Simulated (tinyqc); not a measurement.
Hubbard ring of 4 sites, step by step. Computed by tinyqc, a small Python program that keeps every step. Settings: hopping = 1.62, U = 2.4, mixing = 1, iteration cap = 85. Command: `OMP_NUM_THREADS=1 python tinyqc.py 20159 20160 out.jsonl` (the two numbers bound the seeds that draw the settings). One thread of a shared host (Intel(R) Xeon(R) Processor @ 2.60GHz), about 0.3 s of CPU time with the checks. Later iterations appear only in the table of the cycle.

## Mean-field iteration 1

one-body matrix (hopping and site energies) (eV), order 1, 2, 3, 4:
$$\begin{pmatrix}
0.000000 & -1.620000 & 0.000000 & -1.620000 \\
-1.620000 & 0.000000 & -1.620000 & 0.000000 \\
0.000000 & -1.620000 & 0.000000 & -1.620000 \\
-1.620000 & 0.000000 & -1.620000 & 0.000000
\end{pmatrix}$$

U = 2.400000 eV

electrons, up and down: [2, 2]

mixing = 1

n(up) at the start (a guess, not normalised): 1 0.950000, 2 0.050000, 3 0.950000, 4 0.050000

n(down) at the start (a guess): 1 0.050000, 2 0.950000, 3 0.050000, 4 0.950000

H(up) = T + U n(down), H(down) = T + U n(up); fill the lowest levels; n(new) = n + mixing (n(out) - n); E = tr T (rho up + rho down) + U sum n_up n_down of the output.

levels, up (eV): [-2.215260, 0.120000, 2.280000, 4.615260]

levels, down (eV): [-2.215260, 0.120000, 2.280000, 4.615260]

energy = -4.786941 eV

n(up) after iteration 1: 1 0.829057, 2 0.170943, 3 0.829057, 4 0.170943

n(down) after iteration 1: 1 0.170943, 2 0.829057, 3 0.170943, 4 0.829057

## Mean-field iteration 2

As before.

levels, up (eV): [-2.134859, 0.410263, 1.989737, 4.534859]

levels, down (eV): [-2.134859, 0.410263, 1.989737, 4.534859]

energy = -4.813502 eV

n(up) after iteration 2: 1 0.809203, 2 0.190797, 3 0.809203, 4 0.190797

n(down) after iteration 2: 1 0.190797, 2 0.809203, 3 0.190797, 4 0.809203

## Convergence

Each step fills the lowest levels of T + U n(other spin) and sets n(new) = n + mixing (n(out) - n); stop when output and input agree to 1e-8.

Course of the cycle:
```
iteration       E (eV)  largest |n(out) - n(in)|  mean |n_up - n_down|
1          -4.78694109                  1.21e-01              0.658114
2          -4.81350189                  1.99e-02              0.618406
3          -4.81425691                  3.39e-03              0.611629
4          -4.81427908                  5.82e-04              0.610466
5          -4.81427973                  9.99e-05              0.610266
6          -4.81427975                  1.72e-05              0.610232
7          -4.81427975                  2.95e-06              0.610226
8          -4.81427975                  5.07e-07              0.610225
9          -4.81427975                  8.72e-08              0.610224
10         -4.81427975                  1.50e-08              0.610224
11         -4.81427975                  2.57e-09              0.610224
```

local moments n_up - n_down: 1 0.610224, 2 -0.610224, 3 0.610224, 4 -0.610224

Converged in 11 iterations. Before convergence this energy mixes input and output and is not variational, so it may rise towards its limit.

## Exact diagonalisation (36 states)

Lowest levels of the sector, and the double occupancy of the lowest state.

lowest levels (eV): [-4.987246, -4.839016, -3.905489, -3.599271, -2.255083, -2.255083]

double occupancy per site = 0.128294

The mean-field solution above lies 0.1730 eV above the exact energy.

## The lowest level by Lanczos steps

From a random start vector (not printed): a_j = <q_j|H|q_j>, b_j = norm of the remainder after orthogonalising; the Ritz value is the lowest eigenvalue of the tridiagonal matrix of a and b so far.

Lanczos:
```
j    a_j (eV)  b_j (eV)  lowest Ritz value (eV)
1    0.589511  3.446487              0.58951075
2    1.656252  3.851776             -2.36463288
3    2.581176  3.478564             -3.58994226
4    2.452867  3.305072             -4.03499193
5    2.127908  3.662754             -4.21932051
6   -0.006109  3.947171             -4.46823541
7    4.018830  2.961116             -4.83173785
8    3.087036  4.159174             -4.91713022
9    3.719171  3.040844             -4.95174471
10   2.308385  2.950265             -4.96053866
```
